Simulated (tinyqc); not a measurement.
Bias-temperature instability from a Gaussian distribution of capture and emission barriers: one step, computed by the program tinyqc.

Each trap has a capture time tau_0 exp(E_c/(k_B T)) under stress and an emission time tau_0 exp(E_e/(k_B T)) after it. E_c is Gaussian, and E_e = E_c + d with d Gaussian and independent. A trap counts as filled once t_s exceeds its capture time and as emptied once t_r exceeds its emission time.

Problem. Stress. Demarcation energies E_s = k_B T ln(t_s/tau_0), E_r = k_B T ln(t_r/tau_0); mean barrier mu = mu_c - k_F F; z = (E_s - mu)/sigma_c; Phi is the standard normal distribution. Temperatures in kelvin are T(C) + 273.15. Shift without recovery dV0 = V_max Phi(z); local time exponent n = d ln dV0/d ln t_s = (k_B T/sigma_c) exp(-z^2/2)/(sqrt(2 pi) Phi(z)); apparent activation energy n E_s.

Inputs (values chosen for the exercise, for a model p-channel transistor):
```
quantity                                 value        unit
shift with all traps filled V_max          200          mV
mean capture barrier at zero field mu_c   1.59          eV
spread of capture barriers sigma_c        0.38          eV
lowering of mu_c per field k_F           0.038  eV/(MV/cm)
oxide field F                              8.7       MV/cm
time constant tau_0                      1e-09           s
temperature T                              175           C
stress time t_s                             20           s
```

Constants: k_B = 8.617333262e-05 eV/K.

Give: E_s; mean barrier mu; z; shift without recovery dV0; time exponent n; apparent activation energy.

Solution.

E_s = 0.91599 eV

mean barrier mu = 1.2594 eV

z = -0.90370

shift without recovery dV0 = 36.615 mV

time exponent n = 0.14721

apparent activation energy = 0.13485 eV

The stress has filled 18 % of the traps. The apparent energy 0.135 eV is only the share n of the barriers near 0.92 eV that are being crossed.
